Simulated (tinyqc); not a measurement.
One anharmonic mode: perturbation theory, self-consistent phonons and exact levels: one step, computed by the program tinyqc. Command: `OMP_NUM_THREADS=1 python tinyqc.py 3021099 3021100 out.jsonl scp walk`. One thread of a shared host (Intel(R) Xeon(R) Processor @ 2.30GHz), about 0.04 s of CPU time with the checks.

V(x) = k x^2/2 + b x^4 for one coordinate x of mass M. A constant K > 0 gives hbar Omega = sqrt((hbar^2/u) K/M) with K in eV/angstrom^2 and M in u.

Question. Hamiltonian in a small basis. Basis: oscillator states n of the constant |k|, with x = s (a + a+), s^2 = hbar Omega/(2|k|); H = hbar Omega (n + 1/2) + (k - |k|) x^2/2 + b x^4, with exact matrix elements of x^2 and x^4.

Inputs (values chosen for the exercise, for a model mode):

| quantity | value | unit |
|---|---|---|
| mode mass M | 9.86 | u |
| harmonic constant k | 2.66 | eV/angstrom^2 |
| quartic constant b | 4.6 | eV/angstrom^4 |
| basis size N of the small matrix | 4 | - |

Shape: single well.

Constants: hbar^2/u = 4.18015928e-03 eV angstrom^2.

Give: H.

Answer.

H (meV):
```
      1     2     3      4
1  17.3   0.0   1.6    0.0
2   0.0  53.1   0.0    4.5
3   1.6   0.0  91.1    0.0
4   0.0   4.5   0.0  131.3
```
